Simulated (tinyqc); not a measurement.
Access strength from the read disturbance.

Problem. Transistor (EKV form, voltages against the body): I = 2 n b Vt^2 [F(vp - Vs) - F(vp - Vd)] from drain to source, F(v) = ln^2(1 + exp(v/(2 Vt))), vp = (Vg - VT + sg |Vd - Vs|)/n. n-channel bodies are at 0; for the p-channel device all voltages are counted down from Vdd. b in uA/V^2 gives I in uA. In an SRAM read the low node Q obeys In(gate QB, drain Q) = Ip(gate QB, drain Q) + Ia, where the access transistor (threshold VTn) has its gate and drain at Vdd and its source at Q. Find Ia, ba and the cell ratio bn/ba.

Values chosen for this exercise: temperature T = 273 K; supply voltage Vdd = 0.9 V; slope factor n = 1.32; drain-induced barrier lowering sg = 0.115; n-channel threshold VTn = 0.31 V; p-channel threshold (magnitude) VTp = 0.41 V; gain factor of the pull-down transistor bn = 330 uA/V^2; gain factor of the pull-up transistor bp = 130 uA/V^2.

Constants: q = 1.602176634e-19 C, kB = 1.380649e-23 J/K, Vt = kB T/q. Results are converted to the units shown.

Q and QB in the read (V): [0.16152269, 0.89823334]

Answer. The node equation gives Ia, which is proportional to ba.

Ia = 26.65 uA
ba = 330.0 uA/V^2
cell ratio = 1.000

Program tinyqc, `OMP_NUM_THREADS=1 python tinyqc.py 2340126 2340127 out.jsonl`; Intel Xeon 2.30GHz, shared host, one thread, about 0.2 s.
